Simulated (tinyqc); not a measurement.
MOS capacitor on an n-type substrate, surface potential from the exact charge relation: one step of the calculation.

Uniform n-type substrate, Boltzmann statistics, full ionisation, classical densities. psi is the surface potential against the body (positive when the bands bend down) and u = -psi/Vt. Traps are spread evenly over the gap and neutral at flat band, so their charge is -q Dit psi; the minority quasi-Fermi level is shifted by Vb.

Question. Flat band, threshold and scales. ni = sqrt(Nc Nv) exp(-Eg/(2 Vt)), Eg in volts; phiF = Vt ln(N/ni); Cox = eps0 eox/tox; Vfb = phiM - chi - Vt ln(Nc/N) - q Nf/Cox; Q0 = sqrt(2 eps0 eps_r q N Vt); r = (ni/N)^2 exp(-Vb/Vt); VT = Vfb - [(2 phiF + Vb)(1 + q Dit/Cox) + sqrt(2 eps0 eps_r q N (2 phiF + Vb))/Cox].

Parameters, values chosen for the exercise; band and dielectric values close to those of gallium nitride:
- T = 400 K (temperature)
- Eg = 3.33 eV (band gap)
- eps_r = 9.63 (relative permittivity)
- Nc = 3.59e18 cm^-3 (conduction-band density of states at T)
- Nv = 6.94e19 cm^-3 (valence-band density of states at T)
- chi = 4.09 eV (electron affinity)
- N = 2.6e15 cm^-3 (donor density of the substrate)
- eox = 3.9 (relative permittivity of the gate insulator (close to silicon dioxide))
- tox = 17 nm (insulator thickness)
- phiM = 5.26 eV (gate work function)
- Nf = 0 cm^-2 (fixed charge at the interface, in units of q)
- Dit = 0 cm^-2 eV^-1 (density of interface traps)
- Vb = 1 V (reverse bias of the inversion layer against the body)

Constants: q = 1.602176634e-19 C, kB = 1.380649e-23 J/K, Vt = kB T/q, eps0 = 8.8541878128e-14 F/cm where lengths are in cm. Results are converted to the units shown.

Find: ni; phiF; Cox; Vfb; Q0; r; VT.

Answer.

ni = 0.01660 cm^-3
phiF = 1.365 V
Cox = 0.2031 uF/cm^2
Vfb = 0.9208 V
Q0 = 4.948 nC/cm^2
r = 1.025e-47
VT = -3.062 V

Program tinyqc, `OMP_NUM_THREADS=1 python tinyqc.py 2060144 2060145 out.jsonl`; Intel Xeon 2.30GHz, shared host, one thread, about 0.01 s.
